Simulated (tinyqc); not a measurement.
# Changing the compensation ratio C

Model: mobility of a non-polar semiconductor in the relaxation-time approximation. Computed by tinyqc, a small Python program. Command: `OMP_NUM_THREADS=1 python tinyqc.py 3018518 3018519 out.jsonl rta sweep`. One thread of a shared host (Intel(R) Xeon(R) Processor @ 2.30GHz), about 0.03 s of CPU time with the checks.

Each valley is treated as a sphere of mass m_d for states and rates, with one isotropic relaxation time; the conductivity mass m_c sets the current.

Inputs (values chosen for the exercise, modelled on holes in germanium):
```
quantity                                            value       unit
longitudinal mass m_l                               0.293        m_0
transverse mass m_t                                 0.293        m_0
equivalent valleys Z                                    1          -
static permittivity eps_s                              16          -
density rho                                          5323     kg/m^3
sound velocity v_l                                   5210        m/s
acoustic deformation potential D_A                    5.2         eV
phonon energy hbar w                                 36.5        meV
optical or intervalley deformation potential D_o      7.1  1e8 eV/cm
final valleys Z_f                                       1          -
carrier density n                                 2.5e+14     1/cm^3
temperature T                                         300          K
neutral impurity density N_n                      3.8e+17     1/cm^3
```

Band: parabolic. Impurity formula: Conwell-Weisskopf. Further scattering: neutral impurities.

Constants: k_B = 8.617333262e-05 eV/K; m_0 = 9.1093837015e-31 kg; e = 1.602176634e-19 C; hbar = 1.054571817e-34 J s; eps_0 = 8.8541878128e-12 F/m; k_B = 1.380649e-23 J/K; hbar = 6.582119569e-16 eV s.

Method:
- m_d = (m_l m_t^2)^(1/3); 1/m_c = (1/m_l + 2/m_t)/3; Hall mass factor A = 3 K_m (K_m + 2)/(2 K_m + 1)^2, K_m = m_l/m_t; N_I = n (1 + C)/(1 - C).
- Parabolic band: E = hbar^2 k^2/(2 m), speed v = hbar k/m, states per spin, volume and energy g(E) = m k/(2 pi^2 hbar^2). Here m = m_d. Masses are multiplied by m_0 and all formulas are in SI units.
- The reduced Fermi level eta = E_F/(k_B T) solves n = 2 Z int g f dE with f = 1/(1 + exp(x - eta)) (Z = 1 unless valleys are given); screening length L_s = sqrt(eps_s eps_0 k_B T/(e^2 dn/deta)), dn/deta = 2 Z int g f (1 - f) dE.
- Integrals over x = E/(k_B T) use 160 Gauss-Legendre points in u = sqrt(x) from 0 to sqrt(max(eta, 0) + 32).
- Phonon occupation N_q = 1/(exp(hbar w/(k_B T)) - 1).
- Acoustic deformation potential (elastic, equipartition, absorption and emission together): 1/tau = 2 pi k_B T D_A^2 g(E)/(hbar rho v_l^2).
- Optical or intervalley deformation potential: 1/tau = (pi Z_f D_o^2/(rho w)) [N_q g(E + hbar w) + (N_q + 1) g(E - hbar w)], with g = 0 below the band edge.
- Each optical term is multiplied by (1 - f(E'))/(1 - f(E)), E' the final energy, for Pauli blocking.
- Singly charged impurities, momentum relaxation: 1/tau = N_I e^4 m (1 + 2 alpha E) Phi/(8 pi (eps_s eps_0)^2 hbar^3 k^3), with alpha = 0 for a parabolic band.
- Conwell-Weisskopf: Phi = ln(1 + y^2), y = 4 pi eps_s eps_0 E N_I^(-1/3)/e^2 (largest impact parameter N_I^(-1/3)/2).
- Neutral impurities (Erginsoy): 1/tau = 20 N_n a_B hbar/m, a_B = 4 pi eps_s eps_0 hbar^2/(m e^2).
- mu = (m_d/m_c) (2 Z e/(3 n k_B T)) int g v^2 tau f (1 - f) dE.
- Averages over x are split at the emission threshold x_0 = hbar w/(k_B T): 64 Gauss-Legendre points in sqrt(x) below it and 128 in sqrt(x - x_0) above it, up to x = max(eta, 0) + 32.
- Rates are added at each energy before the average. With <y> = int g v^2 y f (1 - f) dE: Hall factor r_H = A (3 n k_B T/(2 Z m_d)) <tau^2/(1 + 2 alpha E)>/<tau>^2 (alpha = 0 for a parabolic band); Hall mobility r_H mu; |S| = (k_B/e) (<x tau>/<tau> - eta); resistivity 1/(n e mu).

One run for each value; columns: (1) compensation ratio C; (2) drift mobility mu (cm^2/(V s)); (3) ionised impurity mobility (cm^2/(V s)); (4) Hall factor r_H; (5) Seebeck coefficient |S| (microvolt/K):
```
(1)     (2)        (3)    (4)   (5)
0.00  552.9  3.222e+06  1.009  1037
0.25  552.8  2.002e+06  1.009  1037
0.40  552.6  1.464e+06  1.009  1037
0.55  552.4  1.021e+06  1.009  1037
0.70  552.0  6.440e+05  1.009  1037
0.80  551.4  4.204e+05  1.009  1037
0.90  549.8  2.117e+05  1.009  1037
```

Give the missing row, compensation ratio C = 0.10.

Computed row; columns: (1) compensation ratio C; (2) drift mobility mu (cm^2/(V s)); (3) ionised impurity mobility (cm^2/(V s)); (4) Hall factor r_H; (5) Seebeck coefficient |S| (microvolt/K):
```
(1)     (2)        (3)    (4)   (5)
0.10  552.9  2.672e+06  1.009  1037
```

Interpolating between the two neighbouring rows (linearly) misses most in ionised impurity mobility (cm^2/(V s)), by 2.3 %. Over the rows, drift mobility mu (cm^2/(V s)) falls from 552.9 to 549.8; ionised impurity mobility (cm^2/(V s)) falls from 3.22e6 to 212000; Hall factor r_H falls from 1.0094 to 1.0085. Compensation adds scatterers without adding carriers or screening: N_I/n grows from 1 to 19, and mu keeps 99 % of its first value.

Caution (all rows): Erginsoy's formula holds for k a_B below about 0.5 and for dopants that stay neutral, which means low temperature; elsewhere it is only a rough constant rate.
